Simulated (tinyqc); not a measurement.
The diagram with and without ligand: potential-pH (Pourbaix) lines of a metal, its cation, its oxide and an oxyanion, with a complexing ligand. Computed by tinyqc, a small Python program. Command: `OMP_NUM_THREADS=1 python tinyqc.py 3010836 3010837 out.jsonl pourb walk`. One thread of a shared host (Intel(R) Xeon(R) Processor @ 2.30GHz), about 0.02 s of CPU time with the checks.

Potentials are against the standard hydrogen electrode; solids and water have unit activity; dG_f of M, H+ and the electron is zero; F = e N_A and s = R T ln(10)/F. The cation carries z = 2.

Inputs (values chosen for the exercise, modelled on nickel):
```
quantity,value,unit
dG_f of the cation,-44.73,kJ/mol
dG_f of the oxide,-211.27,kJ/mol
dG_f of the oxyanion,-280.17,kJ/mol
dG_f of water,-237.14,kJ/mol
temperature T,298.15,K
log10 of the dissolved activity a,-6,-
log10 of the stability constant beta of ML,6.2,-
pKa of HL,7.1,-
total ligand c_L,0.0051,mol/L
```

Species: M, M2+, MO, MO2(2-).

Constants: R = 8.314462618 J/(mol K); e = 1.602176634e-19 C; N_A = 6.02214076e+23 1/mol.

Method. M2+ + 2e = M; MO + 2H+ + 2e = M + H2O; MO2(2-) + 4H+ + 2e = M + 2H2O. For each, E0 = -dG/(z F), and E = E0 + (s/z) log10 a - (s n_H/z) pH, with no activity term for the oxide. The free ligand is c_L/(1 + 10^(pKa - pH)) (ligand in excess); dissolved metal is a in all, so the free cation is a/alpha, alpha = 1 + beta [L]; the cation line drops by (s/z) log10 alpha.

E0 (V): cation -0.23180, oxide 0.13406, oxyanion 1.00590

s = 0.0591593 V

Lines against the metal (V); the species with the lowest line is stable above it:
```
pH,cation,oxide,oxyanion,stable above,cation with ligand,"stable above, ligand"
0,-0.40927,0.13406,0.82843,cation,-0.40928,dissolved
2,-0.40927,0.01574,0.59179,cation,-0.41007,dissolved
4,-0.40927,-0.10258,0.35515,cation,-0.43501,dissolved
5,-0.40927,-0.16173,0.23683,cation,-0.46284,dissolved
6,-0.40927,-0.22089,0.11851,cation,-0.49136,dissolved
7,-0.40927,-0.28005,0.00020,cation,-0.51439,dissolved
8,-0.40927,-0.33921,-0.11812,cation,-0.52334,dissolved
9,-0.40927,-0.39837,-0.23644,cation,-0.52470,dissolved
10,-0.40927,-0.45753,-0.35476,oxide,-0.52485,dissolved
12,-0.40927,-0.57585,-0.59140,oxyanion,-0.52486,oxyanion
14,-0.40927,-0.69417,-0.82804,oxyanion,-0.52486,oxyanion
```

What does the comparison show, and why?

Without ligand the oxide holds 1 of the eleven rows (pH 10 to 10), with it 0. The ligand acts once beta [L] exceeds 1, from pH = pKa - log10(beta c_L) = 3.2 on; its line then falls by at most s/z per pH unit and flattens beyond pKa, 0.116 V below the free cation at most. The oxide line falls faster, by s per pH unit.

Extremes, crossings and ranges named in words are read from the listed rows.
